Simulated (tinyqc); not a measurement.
Changing the curvature c: minimum-mode following (dimer method) and harmonic rate on a two-dimensional model surface. Computed by tinyqc, a small Python program. Command: `OMP_NUM_THREADS=1 python tinyqc.py 3026154 3026155 out.jsonl dimer sweep`. One thread of a shared host (Intel(R) Xeon(R) Processor @ 2.30GHz), about 0.04 s of CPU time with the checks.

V(x, y) = h u^2 + t x + (kappa/2)(y + c u)^2 with u = x^2/w^2 - 1; the path runs from the minimum near (-w, 0) to that near (w, 0).

Inputs (values chosen for the exercise, for a model surface): height h = 0.52 eV; half width w = 1.1 angstrom; transverse stiffness kappa = 1.9 eV/angstrom^2; tilt t = 0.035 eV/angstrom; start as a fraction of the way from minimum to saddle = 0.74; offset of the start in y = -0.018 angstrom; first angle of the dimer = 0 degrees; half length delta = 0.005 angstrom; step factor eta = 0.09 angstrom^2/eV; mass M = 20.9 u; temperature T = 200 K.

Surface: curved double well.

Constants: nu for 1 eV/(angstrom^2 u) = 15.6333042 THz; k_B = 8.617333262e-05 eV/K.

Method:
- Newton steps x(new) = x - H^-1 grad V (moves limited to 0.3 angstrom) from (-w, 0), (w, 0) and (0, c) give the two minima and the saddle.
- Dimer at R with unit axis N = (cos phi, sin phi) and normal T = (-sin phi, cos phi). Gradients g at R +/- delta N and at R +/- delta T give H N and H T by central differences, (g+ - g-)/(2 delta). With C_N = N.H N, C_T = T.H T and b = T.H N, rotate by theta = (1/2) atan2(-2b, C_T - C_N), the angle of least curvature C = (C_N + C_T)/2 - sqrt((C_N - C_T)^2/4 + b^2).
- Translate along F = -g + 2 (g.N) N if C < 0, else along F = (g.N) N, with the new axis: R(new) = R + eta F, the move limited to 0.2 angstrom.
- R0 = start minimum + fraction x (saddle - minimum) + (0, offset). Stop when |g| is below 1e-5 eV/angstrom, after 150 steps at most.
- Diagonalise the Hessian at the start minimum and at the saddle; nu = 15.6333042 THz x sqrt(|lambda|/M).
- Vineyard prefactor nu* = nu1 nu2 (minimum)/nu2 (saddle); k = nu* exp(-E_b/(k_B T)).

One run for each value:
```
curvature c (angstrom)  prefactor nu* (THz)  barrier from the start (eV)  steps  rate k (1/s)
0.10                                 6.4272                      0.55903     66      0.052604
0.25                                 6.4271                      0.55903     66      0.052603
0.40                                 6.4269                      0.55903     66      0.052601
0.55                                 6.4267                      0.55903     66      0.052599
0.70                                 6.4263                      0.55903     66      0.052596
0.85                                 6.4259                      0.55903     67      0.052592
1.00                                 6.4253                      0.55903     67      0.052588
```

Describe and explain the trends.

Over the rows, prefactor nu* (THz) falls from 6.4272 to 6.4253; barrier from the start (eV) does not change; steps rises from 66.0 to 67.0, flat over part of the range. The exponent of barrier from the start stays at 0: bending the valley does not change the height of its floor. The determinant of the Hessian at the minimum does not depend on c; only the tilt, which moves the saddle off centre, lets c stiffen its stable mode and lower nu*. Steps include the final check.

Extremes, crossings and ranges named in words are read from the listed rows.
